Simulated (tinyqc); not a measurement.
# Worked calculation: capacitance of parallel on-chip lines from Laplace's equation on a mesh

Program tinyqc, `OMP_NUM_THREADS=1 python tinyqc.py 2790190 2790191 out.jsonl`; Intel Xeon 2.30GHz, shared host, one thread, about 0.9 s. Printed values are rounded.

Cross-section of an endless row of equal lines between two grounded planes; neighbours are driven in antiphase (+1 V and -1 V), so the plane midway between two lines is at 0 V. By symmetry one quarter is solved: x runs from the centre of a line (column 0, mirror) to that midplane (column 4, 0 V), y from the mid-height of the line (row 0, mirror) to the ground plane (row 5, 0 V). The line fills columns 0 to 1 and rows 0 to 2 at 1 V. Cells beside the line (below row 2) have e2, cells above have e1. Each link between nodes has the conductance g = mean permittivity of the two cells beside it (a cell beyond a mirror counts as 0), and the free nodes obey sum g (V_neighbour - V) = 0.

Inputs (values chosen for the exercise): relative permittivity above and below the lines e1 = 2.4; relative permittivity between the lines e2 = 2; over-relaxation factor om = 1.4.

Constants: eps0 = 8.8541878128e-12 F/m. Results are converted to the units shown.

## Link conductances

gx[j, i] joins node (row j, column i) to column i + 1, gy[j, i] to row j + 1.

gx:
```
	col 0	col 1	col 2	col 3
row 0	1	1	1	1
row 1	2	2	2	2
row 2	2.2	2.2	2.2	2.2
row 3	2.4	2.4	2.4	2.4
row 4	2.4	2.4	2.4	2.4
row 5	1.2	1.2	1.2	1.2
```

gy:
```
	col 0	col 1	col 2	col 3	col 4
row 0	1	2	2	2	1
row 1	1	2	2	2	1
row 2	1.2	2.4	2.4	2.4	1.2
row 3	1.2	2.4	2.4	2.4	1.2
row 4	1.2	2.4	2.4	2.4	1.2
```

## Iteration 1: relaxation sweep

V at the start (V):
```
	col 0	col 1	col 2	col 3	col 4
row 0	1	1	0	0	0
row 1	1	1	0	0	0
row 2	1	1	0	0	0
row 3	0	0	0	0	0
row 4	0	0	0	0	0
row 5	0	0	0	0	0
```

One sweep visits the free nodes row by row from row 0, left to right, and replaces V by V + om (weighted mean of the neighbours - V), using new values at once.

V after sweep 1 (V):
```
	col 0	col 1	col 2	col 3	col 4
row 0	1.00000	1.00000	0.35000	0.12250	0.00000
row 1	1.00000	1.00000	0.47250	0.20825	0.00000
row 2	1.00000	1.00000	0.50034	0.24138	0.00000
row 3	0.35000	0.47250	0.34049	0.20366	0.00000
row 4	0.12250	0.20825	0.19206	0.13850	0.00000
row 5	0.00000	0.00000	0.00000	0.00000	0.00000
```

## Iteration 2: relaxation sweep

As before.

V after sweep 2 (V):
```
	col 0	col 1	col 2	col 3	col 4
row 0	1.00000	1.00000	0.58362	0.30104	0.00000
row 1	1.00000	1.00000	0.61328	0.32120	0.00000
row 2	1.00000	1.00000	0.55949	0.27923	0.00000
row 3	0.58362	0.55733	0.39319	0.20236	0.00000
row 4	0.30104	0.28435	0.20879	0.08850	0.00000
row 5	0.00000	0.00000	0.00000	0.00000	0.00000
```

## Course of the relaxation

Stop when no node changes by 1e-7 V. C = 4 eps0 sum g (difference of V along the link)^2, in aF/um.

Course of the iteration:
```
sweep	C (aF/um)	largest change (V)
1	149.745	0.500
2	130.880	0.234
3	129.961	0.0676
4	129.679	0.0289
5	129.579	0.0151
6	129.570	6.74e-3
7	129.567	3.66e-3
8	129.566	1.68e-3
9	129.566	4.66e-4
10	129.566	1.94e-4
11	129.566	6.95e-5
12	129.566	3.04e-5
13	129.566	1.11e-5
14	129.566	1.19e-5
15	129.566	1.26e-6
16	129.566	8.76e-7
17	129.566	6.95e-7
18	129.566	1.44e-7
19	129.566	4.97e-8
```

Converged in 19 sweeps. Over the last four sweeps the change shrinks by about 0.45 a sweep. C comes down from above, since the solution minimises the energy.

## Capacitance per length

converged V (V):
```
	col 0	col 1	col 2	col 3	col 4
row 0	1.00000	1.00000	0.63787	0.30741	0.00000
row 1	1.00000	1.00000	0.62204	0.29588	0.00000
row 2	1.00000	1.00000	0.55442	0.25407	0.00000
row 3	0.59480	0.55259	0.36494	0.17680	0.00000
row 4	0.27402	0.25064	0.17594	0.08818	0.00000
row 5	0.00000	0.00000	0.00000	0.00000	0.00000
```

C = 4 eps0 sum g (difference of V)^2 over all links (twice the energy of the four quarters, line at 1 V). Plate estimate without fringing: eps0 [2 e1 w/hd + 2 e2 t/(s/2)], w = 2 hx, t = 4 hx, s/2 = 3 hx, hd = 3 hx.

C = 129.566 aF/um
plate estimate = 75.5557 aF/um

C depends on the shape only, not on the mesh step hx. Meshes 6, 12 and 24 times finer extrapolate (Aitken) to 121.7 aF/um; this mesh is 6.4 % above that, and the plate estimate is 38 % below it.
